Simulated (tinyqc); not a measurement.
Solid solubility of a dopant against its melt (retrograde solidus), clustering and the electrically active fraction: one step, computed by the program tinyqc. Command: `OMP_NUM_THREADS=1 python tinyqc.py 3017515 3017516 out.jsonl retro walk`. One thread of a shared host (Intel(R) Xeon(R) Processor @ 2.30GHz), about 0.01 s of CPU time with the checks.

Problem. Active fraction after the anneal. A highly soluble donor (another dopant than that of the solidus) is limited by clustering. Donors N_a are active, and clusters hold m atoms each: N_t = N_a + m C, m C = N* (N_a/N*)^m, with N*(T) = N*(1273 K) exp[-(E_b/k_B)(1/T - 1/1273)]. Resistivity = 1/(e mu N_a).

Inputs (values chosen for the exercise, of the order of those of antimony in silicon for the solubility):

| quantity | value | unit |
|---|---|---|
| total dopant density N_t | 9.8e+20 | 1/cm^3 |
| atoms per cluster m | 2 | - |
| cluster scale N* at 1273 K | 4.4e+20 | 1/cm^3 |
| activation energy E_b of the cluster scale | 0.31 | eV |
| anneal temperature T_a | 1375 | K |
| mobility mu | 80 | cm^2/(V s) |

Clustering: clusters of m atoms, electrons left out.

Constants: k_B = 8.617333262e-05 eV/K; e = 1.602176634e-19 C.

Give: N*(T_a); active density N_a; active fraction; resistivity.

Solution.

N*(T_a) = 5.426e+20 1/cm^3

active density N_a = 5.067e+20 1/cm^3

active fraction = 0.5171

resistivity = 0.1540 milliohm cm

Doubling the dose would raise N_a by only 57 %. Caution: this clustering law is a generic form; degeneracy and a doping-dependent mobility are left out.
